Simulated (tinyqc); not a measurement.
Bethe-Salpeter matrix of a two-band chain (Tamm-Dancoff form), step by step. Values are carried at full precision from step to step, so a last printed digit may differ when a step is redone from the rounded ones.

One valence and one conduction band, lattice period 1, mesh k = 2 pi j/N. Pair energies D(k) = Eg + 2 t sum(1 - cos k), t = tc + tv. Screened attraction W(R) = U at R = 0 and V/|R| otherwise, R over the N cells with the nearest image; W(q) = sum_R W(R) cos(q R). H(k, k') = D(k) delta - W(k - k')/Nk + 2 J/Nk for singlets (J = 0 for triplets), Nk the number of k points. With a constant transition dipole the strength of a state is f = (sum_k A_k)^2/Nk, and the f sum to 1.

Inputs chosen for the exercise: Eg = 4.7 eV (quasiparticle gap); tc = 0.3 eV (conduction hopping); tv = 0.18 eV (valence hopping); U = 1.76 eV (attraction in the same cell); V = 0.94 eV (attraction at one cell distance); J = 0.58 eV (exchange in the same cell); N = 10 (k points along each axis).

## Pair energies and the kernel

List D(k), W(R) and W(q) on the mesh.

Mesh values (eV):
```
index j  D(k_j)  W(R = j)  W(q_j)
j0       4.7000    1.7600  5.8647
j1       4.8833    0.9400  2.8095
j2       5.3633    0.4700  1.4067
j3       5.9567    0.3133  0.8828
j4       6.4367    0.2350  0.5309
j5       6.6200    0.1880  0.4753
j6       6.4367    0.2350  0.5309
j7       5.9567    0.3133  0.8828
j8       5.3633    0.4700  1.4067
j9       4.8833    0.9400  2.8095
```

## The singlet matrix

Fill in H.

H (eV):
```
         j0       j1       j2       j3       j4       j5       j6       j7       j8       j9
j0   4.2295  -0.1650  -0.0247   0.0277   0.0629   0.0685   0.0629   0.0277  -0.0247  -0.1650
j1  -0.1650   4.4129  -0.1650  -0.0247   0.0277   0.0629   0.0685   0.0629   0.0277  -0.0247
j2  -0.0247  -0.1650   4.8929  -0.1650  -0.0247   0.0277   0.0629   0.0685   0.0629   0.0277
j3   0.0277  -0.0247  -0.1650   5.4862  -0.1650  -0.0247   0.0277   0.0629   0.0685   0.0629
j4   0.0629   0.0277  -0.0247  -0.1650   5.9662  -0.1650  -0.0247   0.0277   0.0629   0.0685
j5   0.0685   0.0629   0.0277  -0.0247  -0.1650   6.1495  -0.1650  -0.0247   0.0277   0.0629
j6   0.0629   0.0685   0.0629   0.0277  -0.0247  -0.1650   5.9662  -0.1650  -0.0247   0.0277
j7   0.0277   0.0629   0.0685   0.0629   0.0277  -0.0247  -0.1650   5.4862  -0.1650  -0.0247
j8  -0.0247   0.0277   0.0629   0.0685   0.0629   0.0277  -0.0247  -0.1650   4.8929  -0.1650
j9  -0.1650  -0.0247   0.0277   0.0629   0.0685   0.0629   0.0277  -0.0247  -0.1650   4.4129
```

## Exciton levels and strengths

Diagonalise. For the lowest state give the amplitudes A_k (norm 1, largest positive) and f = (sum_k A_k)^2/Nk, Nk the size of the matrix.

levels (eV): 4.0302  4.3243  4.5349  4.8446  4.9698  5.4623  5.5083  5.8663  6.0504  6.3041

amplitudes of the lowest state: j0 0.785, j1 0.423, j2 0.085, j3 -0.026, j4 -0.056, j5 -0.062, j6 -0.056, j7 -0.026, j8 0.085, j9 0.423

f of the lowest state = 0.248

The lowest state lies 0.6698 eV below the gap Eg = 4.7 eV and holds 25 % of the strength, against 10 % for one free pair. On a fine mesh the triplet and singlet bindings are 1.2209 and 0.6691 eV.

## Spectrum with and without the kernel

Distinct levels with their degeneracy and summed f, for singlets, beside the sorted triplet levels and free pairs.

Singlets:
```
E (eV)  degeneracy       f
4.0302           1  0.2484
4.3243           1  0.0000
4.5349           1  0.0505
4.8446           1  0.0000
4.9698           1  0.1696
5.4623           1  0.0000
5.5083           1  0.3690
5.8663           1  0.1600
6.0504           1  0.0000
6.3041           1  0.0025
```

triplet levels (eV): 3.4791  4.3243  4.4569  4.7565  4.8446  5.2560  5.4623  5.8022  6.0504  6.3028

free pairs (eV): 4.7000  4.8833  4.8833  5.3633  5.3633  5.9567  5.9567  6.4367  6.4367  6.6200

4 of the 10 singlets are dark; those whose amplitude vanishes at R = 0 also feel neither U nor J. The lowest singlet lies 0.5511 eV above the lowest triplet; first order gives 2 J f = 0.8152 eV with the f of the triplet envelope. The centre of the spectrum, sum f E = 5.0600 eV, equals mean D - U + 2J = 5.0600 eV.

## Checks

- Levels from the matrix in the electron-hole distance R against those in k: they agree to 1e-10 or better.

(tinyqc, `OMP_NUM_THREADS=1 python tinyqc.py 1250330 1250331 out.jsonl`, Intel(R) Xeon(R) Processor @ 2.30GHz, 1 thread, shared host, about 5 s.)
